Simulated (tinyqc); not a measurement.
Pelgrom slope, floor and doping from two device sizes.

Question. s^2 = A^2/(L W) + s0^2, with s0 independent of size and A = (q/Cox) sqrt(Na Wd/3) from random dopants alone, Cox = 3.9 eps0/ti. Find A, s0 and Na.

Parameters, values chosen for the exercise:
```
symbol  value  unit                                  meaning
ti        2.5    nm  oxide-equivalent thickness in inversion
```

Constants: q = 1.602176634e-19 C, eps0 = 8.8541878128e-14 F/cm where lengths are in cm. Results are converted to the units shown.

s for gate areas 0.0012 and 0.02 um^2 (mV): 43.9087552  11.0042322
Wd = 24.4913031 nm

Answer. s^2 is linear in 1/area: slope A^2, intercept s0^2.

A = 1.52 mV um
s0 = 2.40 mV
Na = 2.10e18 cm^-3

Program tinyqc, `OMP_NUM_THREADS=1 python tinyqc.py 2090024 2090025 out.jsonl`; Intel Xeon 2.30GHz, shared host, one thread, about 0.01 s.
